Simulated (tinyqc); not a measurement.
Time-domain thermoreflectance: layered heat flow under a modulated pulse train, and what the signal ratio measures: one step, computed by the program tinyqc.

Pulses repeat at 80 MHz; heat is laid down at the surface, all layers are isotropic, and the film is in perfect contact with the substrate.

Task: Impedance at k = 0 and the modulation frequency. For radial wave number k and angular frequency W each layer has u = sqrt(4 pi^2 k^2 + i W C/kappa) and gamma = kappa u. Surface impedance from below: Z = 1/gamma for the substrate; a layer of thickness L maps Z to (Z + tanh(u L)/gamma)/(1 + gamma Z tanh(u L)); a boundary adds 1/G. Take k = 0 and W = 2 pi f.

Inputs (values chosen for the exercise, modelled on aluminium on germanium):
```
quantity                                value        unit
metal thickness d                         120          nm
metal conductivity                        170     W/(m K)
metal heat capacity                      2.42  MJ/(m^3 K)
boundary conductance G under the metal     49  MW/(m^2 K)
film thickness                             51          nm
film conductivity                           1     W/(m K)
film heat capacity                        2.1  MJ/(m^3 K)
substrate conductivity kappa             61.8     W/(m K)
substrate heat capacity C                1.73  MJ/(m^3 K)
modulation frequency f                     12         MHz
```

Stack: metal, film, substrate.

Give: Z of the substrate; Z at the surface.

Result:

Z of the substrate = 7.876-7.876i m^2 K/GW

Z at the surface = 16.87-31.83i m^2 K/GW
